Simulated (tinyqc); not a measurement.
Inside a calculation. Model: Froehlich polaron in a polar crystal. Computed by tinyqc, a small Python program that keeps every step. Command: `OMP_NUM_THREADS=1 python tinyqc.py 3000058 3000059 out.jsonl frohlich walk`. One thread of a shared host (Intel(R) Xeon(R) Processor @ 2.30GHz), about 0.06 s of CPU time with the checks. Intermediate numbers are printed to about 7 digits and carried at full precision; extremes and crossings named in words are read from the listed rows.

One electron in a parabolic band of mass m*, coupled to dispersionless LO phonons in the continuum model. Energies are in units of hbar omega unless marked, wave numbers in k_0 = sqrt(2 m* omega/hbar).

Inputs (values chosen for the exercise, modelled on gallium arsenide):
```
quantity                           value  unit
band mass m*                      0.0647   m_0
LO phonon energy hbar omega         36.6   meV
eps_inf                             11.1     -
static dielectric constant eps_s    13.1     -
temperature T                        400     K
electron wave number k/k_0          0.31     -
trial v                              5.7     -
trial w                              1.8     -
```

Constants: hbar^2/(2 m_0) = 3.80998212 eV angstrom^2; e^2/(4 pi eps_0) = 14.39964548 eV angstrom; k_B = 8.617333262e-05 eV/K; hbar = 6.582119569e-16 eV s; e = 1.602176634e-19 C; m_0 = 9.1093837015e-31 kg.

## Coupling constant and length scale

1/eps* = 1/eps_inf - 1/eps_s; k_0 = sqrt(2 m* omega/hbar) = sqrt(m* hbar omega / (hbar^2/(2 m_0))) with m* in m_0; alpha = (e^2/(4 pi eps_0)) k_0/(2 eps* hbar omega); polaron length 1/k_0.

eps* = 72.705

k_0 = 0.02493051 1/angstrom

coupling constant alpha = 0.06745399

polaron length 1/k_0 = 40.11149 angstrom

Weak coupling: perturbation theory should serve.

## Second-order perturbation theory

At T = 0 and k < k_0: E(k) = (k/k_0)^2 - alpha arcsin(k/k_0)/(k/k_0); so E(0) = -alpha, 1/m_p = (1 - alpha/6)/m*, and the mean number of phonons in the cloud at k = 0 is alpha/2. The Lee-Low-Pines variational state gives the same E(0) and m_p = m* (1 + alpha/6).

energy shift at k = 0 = -2.468816 meV

E(k) = 0.02751604 hbar omega

m*/m_p, second order = 0.9887577

m_p/m*, Lee-Low-Pines = 1.011242

phonons in the cloud = 0.03372700

## Strong-coupling trial states

Landau-Pekar: the lattice follows the mean electron density. A Gaussian state exp(-b^2 r^2/2) gives E(b) = (3/2) b^2 - alpha b sqrt(2/pi) (b in k_0), minimised at b = alpha sqrt(2/pi)/3 to E = -alpha^2/(3 pi); a state exp(-b r) gives E(b) = b^2 - (5/8) alpha b, minimised at b = 5 alpha/16 to E = -25 alpha^2/256.

best b, Gaussian = 0.01794017 k_0

E, Gaussian = -4.827743e-04 hbar omega

best b, exponential = 0.02107937 k_0

E, exponential = -4.443399e-04 hbar omega

The Gaussian bound lies below -alpha only for alpha > 3 pi = 9.42; here it lies above, so the self-trapped state is the poorer bound.

## Feynman's energy at a trial point

Feynman's bound: E(v, w) = 3 (v - w)^2/(4 v) - (alpha v/sqrt(pi)) int_0^infinity e^-u D(u)^(-1/2) du, D = w^2 u + ((v^2 - w^2)/v)(1 - e^(-v u)); integrals by 80 Gauss-Legendre points in s from 0 to 1 with u = 40 s^2.

first term = 2.001316 hbar omega

E(v, w) = 1.903915 hbar omega

## Feynman's variational polaron

Minimise over v > w > 0 (simplex search); mass m_p/m* = 1 + (alpha v^3/(3 sqrt(pi))) int u^2 e^-u D^(-3/2) du.

best v = 3.01

best w = 2.99

E, Feynman = -0.06751036 hbar omega

polaron energy, Feynman = -2.470879 meV

m_p/m*, Feynman = 1.011

The bound lies 0.1 % below -alpha, and the mass is 1.00 times the Lee-Low-Pines value.

## Mobility at low temperature

Scattering by absorption of an LO phonon: 1/tau = 2 alpha omega n, n = 1/(exp(hbar omega/(k_B T)) - 1); mu = e tau/m*, the weak-coupling result for k_B T well below hbar omega.

phonon occupation n = 0.5286502

lifetime tau = 252.1614 fs

mobility = 6854.815 cm^2/(V s)

Caution: this mobility formula holds for weak coupling and k_B T well below hbar omega, and it leaves out all other scattering.

## All approximations against the coupling

Other columns: second order -alpha; Landau-Pekar Gaussian -alpha^2/(3 pi); Lee-Low-Pines mass 1 + alpha/6. The polaron energy in meV uses the given hbar omega.

Energies (hbar omega) and masses (m*):
```
alpha  second order       Gaussian      Feynman  Feynman (meV)  mass, LLP  mass, Feynman     v     w
0.017        -0.017  -3.066385e-05  -0.01700357     -0.6223307   1.002833          1.003     3     3
0.034        -0.034  -1.226554e-04  -0.03401430      -1.244923   1.005667          1.006     3     3
0.067        -0.067  -4.762977e-04  -0.06705561      -2.454235   1.011167          1.011  3.01  2.99
0.11          -0.11   -0.001283850   -0.1101502      -4.031499   1.018333          1.019  3.01  2.99
3.3            -3.3      -1.155465    -3.464983      -126.8184       1.55          2.058  3.49  2.51
6.3            -6.3      -4.211240    -7.115213      -260.4168       2.05          8.413  4.94  1.79
9.3            -9.3      -9.176874    -12.06462      -441.5652       2.55          75.41  10.6  1.26
12              -12      -15.27887    -18.14339      -664.0482          3          281.6  18.6  1.13
```

All three energies are upper bounds (-alpha through the Lee-Low-Pines state), and the Feynman value is the lowest in every row. It lies within 5 % of -alpha up to alpha = 3.3; at alpha = 12 it is 1.19 times the Gaussian value, whose alpha^2 law it approaches with a constant shift of about -3 ln 2 - 3/4 = -2.83 (here -2.86). The mass stays within 10 % of 1 + alpha/6 up to alpha = 0.11 and reaches 282 m* in the last row; w falls from 3.00 towards 1 while v grows to 18.6.

Checks made by the program: second-order shift against the integral -(2 alpha/pi) int dq/(1 + q^2) (relative difference below 1e-10); v = w reduces the bound to -alpha (relative difference 1e-10).
